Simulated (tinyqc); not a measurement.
Stretching all distances: RHF, UHF, MP2, CISD and CCSD against full CI in the sto-6g basis, for H3+, spin multiplicity 1. Computed by the program tinyqc with PySCF. Command: `OMP_NUM_THREADS=1 python tinyqc.py 114359 114360 out.jsonl`; one thread of a shared host (Intel(R) Xeon(R) Processor @ 2.60GHz), about 4 s.

Geometry (angstrom):
```
atom       x       y        z
H     0.0000  0.0000   0.0000
H     0.0000  0.0000   0.8240
H     0.0000  0.0000  -0.8240
```

All coordinates are multiplied by the scale. c0^2 is the weight of the RHF determinant in the lowest singlet FCI state (UHF is spin-contaminated and may lie near states of higher spin) and n(LUMO) the first natural occupation beyond the occupied space.

Full CI energy (hartree) and errors against it (kcal/mol):
```
scale   distance 1-2 (angstrom)     E(FCI)      RHF      UHF      MP2    CISD    CCSD  <S^2> UHF    c0^2  n(LUMO)
0.9000                   0.7416  -1.223440  15.5031  15.5031   4.9442  0.0000  0.0000     0.0000  0.9805   0.0352
1.1000                   0.9064  -1.242087  19.8678  19.8678   6.4946  0.0000  0.0000     0.0000  0.9691   0.0543
1.2900                   1.0630  -1.220657  24.6206  24.1663   8.0522  0.0000  0.0000     0.1258  0.9546   0.0769
1.4800                   1.2195  -1.184600  30.1906  24.1729   9.7115  0.0000  0.0000     0.4148  0.9358   0.1042
1.6800                   1.3843  -1.142614  37.1773  21.5284  11.5457  0.0000  0.0000     0.6101  0.9102   0.1386
1.8800                   1.5491  -1.102639  45.4240  18.3109  13.3009  0.0000  0.0000     0.7391  0.8784   0.1786
2.0700                   1.7057  -1.069267  54.2962  15.5298  14.5431  0.0000  0.0000     0.8224  0.8438   0.2204
2.2600                   1.8622  -1.041302  63.8294  13.2388  14.8678  0.0000  0.0000     0.8800  0.8075   0.2634
2.4600                   2.0270  -1.017590  74.0581  11.3081  13.6229  0.0000  0.0000     0.9213  0.7709   0.3068
```

UHF parts from RHF first at scale 1.29 of those listed, where <S^2> leaves zero. The weight c0^2 goes from 0.98 to 0.77 and n(LUMO) from 0.04 to 0.31: static correlation grows as the bonds break into open-shell fragments. The spread of the error along the curve, which distorts its shape, is CISD 0.0, CCSD 0.0, MP2 9.9, UHF 12.9, RHF 58.6 kcal/mol. With two electrons CISD and CCSD are exact.
